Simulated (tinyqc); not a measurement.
Worked calculation: implant damage, amorphisation by cascade overlap, and solid-phase epitaxial regrowth. Computed by tinyqc, a small Python program that keeps every step. Command: `OMP_NUM_THREADS=1 python tinyqc.py 3110463 3110464 out.jsonl sper walk`. One thread of a shared host (Intel(R) Xeon(R) Processor @ 2.30GHz), about 0.01 s of CPU time with the checks. Intermediate numbers are printed to about 6 digits and carried at full precision; extremes and crossings named in words are read from the listed rows.

Range and width of the damage are inputs. Dynamic annealing enters only through the surviving share f.

Inputs (values chosen for the exercise, modelled on antimony ions in silicon): atomic density N = 49.9 1/nm^3; ion Z1 = 51; ion mass M1 = 121.8 u; target Z2 = 14; target mass M2 = 28.09 u; ion energy E = 26 keV; displacement energy E_d = 13 eV; depth of the damage peak R_d = 15 nm; width of the damage profile s_d = 8.3 nm; share of defects that survive f = 0.94; critical displaced share x_c = 0.1; dose Q = 4.6e+14 1/cm^2; overlaps needed n = 1; area amorphised by one track A_i = 1.4 nm^2; regrowth prefactor v0 = 4.9e+15 nm/s; regrowth energy E_a = 2.7 eV; anneal temperature = 703 C; rate relative to (100) = 0.33; peak enhancement by the dopant = 11; ramp rate = 15 K/s.

Constants: a_0 = 0.529177210903 angstrom; e^2/(4 pi eps_0) = 14.39964548 eV angstrom; k_B = 8.617333262e-05 eV/K.

## Damage energy and displacements per ion

Robinson partition: eps = E a M2/(Z1 Z2 (e^2/(4 pi eps_0)) (M1 + M2)), a = 0.8853 a_0/sqrt(Z1^(2/3) + Z2^(2/3)); k = 0.0793 Z1^(2/3) Z2^(1/2) (M1 + M2)^(3/2)/((Z1^(2/3) + Z2^(2/3))^(3/4) M1^(3/2) M2^(1/2)); damage energy T_d = E/(1 + k (eps + 0.40244 eps^(3/4) + 3.4008 eps^(1/6))); displacements nu = 0.8 T_d/(2 E_d).

reduced energy eps = 0.0501991

k = 0.113001

damage energy T_d = 20.9020 keV

T_d/E = 0.803922

displacements per ion nu = 643.138

20 % of the energy goes to electrons.

## The amorphous layer

Displaced share x(z) = f nu Q exp(-(z - R_d)^2/(2 s_d^2))/(sqrt(2 pi) s_d N); the layer is amorphous where x > x_c, between R_d -/+ s_d sqrt(2 ln(x_max/x_c)), the upper edge being cut at the surface. Threshold dose Q_c = Q x_c/x_max.

peak displaced share x_max = 2.67868

threshold dose Q_c = 1.71726e+13 1/cm^2

upper edge = 0 nm

lower edge = 36.2840 nm

The layer reaches the surface. Caution: x above 1 counts atoms displaced more than once.

## Damage left below the interface

Displaced atoms per area beyond the lower edge z2: f nu Q (1/2) erfc((z2 - R_d)/(sqrt2 s_d)); they are not removed by regrowth.

share of the damage beyond z2 = 0.00516867

displaced atoms beyond z2 = 1.43737e+15 1/cm^2

## Layer against dose

The formulas are those given above.

Dose series; the last column is f nu Q erfc((z2 - R_d)/(sqrt2 s_d))/2:
```
Q (1/cm^2)    x_max  upper edge (nm)  lower edge (nm)  displaced atoms beyond z2 (1/cm^2)
1.89e+13    0.11006          11.3661          18.6339                         3.77922e+15
2.58e+13    0.15024           7.5110          22.4890                         2.86139e+15
4.29e+13    0.24982           3.7686          26.2314                         2.28225e+15
6.87e+13    0.40006           1.1789          28.8211                         1.99095e+15
1.20e+14    0.69879           0.0000          31.3667                         1.76367e+15
2.06e+14    1.19958           0.0000          33.5020                         1.60677e+15
4.29e+14    2.49816           0.0000          36.0570                         1.44994e+15
8.59e+14    5.00215           0.0000          38.2176                         1.33803e+15
```

A dose 45 times larger moves the lower edge from 18.6 to 38.2 nm, as the root of a logarithm, and the damage beyond it falls by a factor 2.8, since the edge lies on an ever steeper tail. The layer reaches the surface at Q_c exp(R_d^2/(2 s_d^2)) = 8.79e13 per cm^2.

## Overlap model

Gibbons model: a point turns amorphous after n + 1 hits; with y = A_i Q the amorphous share is 1 - exp(-y) sum_(k=0..n) y^k/k!. Doses are set by y.

Amorphous share:
```
y     Q (1/cm^2)  direct impact (n = 0)   given n
0.1  7.14286e+12               0.095163  0.004679
0.3  2.14286e+13               0.259182  0.036936
0.6  4.28571e+13               0.451188  0.121901
1.0  7.14286e+13               0.632121  0.264241
2.0  1.42857e+14               0.864665  0.593994
3.0  2.14286e+14               0.950213  0.800852
5.0  3.57143e+14               0.993262  0.959572
8.0  5.71429e+14               0.999665  0.996981
```

At small y the share grows as y^2; between the first rows the exponent is 1.88.

## Isothermal regrowth

v = v0 x orientation factor x exp(-E_a/(k_B T)) x [1 + (enhancement - 1) exp(-(z - R_d)^2/(2 s_d^2))], T = anneal temperature + 273.15 K; the dopant is taken to follow the damage profile; the lower front moves from the lower edge z2 to the surface, or to the middle (z1 + z2)/2 of a buried layer with upper edge z1; time = int dz/v; the equivalent undoped distance is that time times the undoped velocity.

undoped velocity = 18.5713 nm/s

distance to regrow = 36.2840 nm

time without enhancement = 1.95376 s

equivalent undoped distance = 8.03158 nm

time with enhancement = 0.432472 s

The rate doubles for each 21 K or so near this temperature.

## Regrowth during a ramp

On a linear ramp from 200 C regrowth ends at the T_f where int v_undoped dT/(ramp rate) equals the equivalent undoped distance.

temperature at which regrowth ends = 662.120 C

Checks made by the program: tail against quadrature of x(z) N (relative difference below 1e-10).
